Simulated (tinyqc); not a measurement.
What moves the optical response: interband optics of a two-band s-p chain from momentum matrix elements.

H(k) = [[Es - 2 ts cos ka, 2i V sin ka], [-2i V sin ka, Ep_ + 2 tp cos ka]] in the basis s, p; the lower band is full, with two electrons a cell. The velocity operator times hbar is W = dH/dk (eV angstrom); intra-atomic dipoles are left out.

With w(k) = |<c|W|v>|^2 and D(k) = Ec - Ev, on the mesh k_j = (j + 1/2)/N (2 pi/a): eps(E) = 1 + (8 pi e2/(a Ar)) mean_j (w/D^2) [1/(D - E - i eta) + 1/(D + E + i eta)], e2 = e^2/(4 pi eps0); light polarised along the chains, no local fields.

Constants: e^2/(4 pi eps0) = 14.39964547 eV angstrom; hbar^2/2m0 = 3.80998211 eV angstrom^2.

Parameters, chosen for this exercise: a = 2.31 angstrom (period); Es = 3.43 eV (upper orbital (s)); Ep_ = -1.94 eV (lower orbital (p)); ts = 0.65 eV (s-s hopping); tp = 0.62 eV (p-p hopping); V = 1.63 eV (s-p hopping); Ar = 13.2 angstrom^2 (cross-section per chain).

Mesh of 400 points; n_eff = 2 mean(w/(c D)), c = hbar^2/2m0.

Results for these values:
```
case  smallest D (eV)  largest D (eV)  n_eff  eps(0)
base            2.831           8.747  2.058   6.235
```

What happens to each result for ts = 0.78 eV, all else kept?

Answer: smallest D falls from 2.831 to 2.571; largest D rises from 8.747 to 8.824; n_eff rises from 2.058 to 2.088; eps(0) rises from 6.235 to 7.218.

The same for each parameter in turn:
```
case                   smallest D (eV)  largest D (eV)  n_eff  eps(0)
base                             2.831           8.747  2.058   6.235
a = 2.425 angstrom               2.831           8.747  2.268   6.496
Es = 3.73 eV                     3.130           8.967  1.993   5.264
ts = 0.78 eV                     2.571           8.824  2.088   7.218
V = 1.793 eV                     2.831           9.187  2.358   6.909
Ar = 14.52 angstrom^2            2.831           8.747  2.058   5.759
```

Program tinyqc; command `OMP_NUM_THREADS=1 python tinyqc.py 1652091 1652092 out.jsonl`; about 0.01 s on one thread of a shared Intel(R) Xeon(R) Processor @ 2.30GHz.
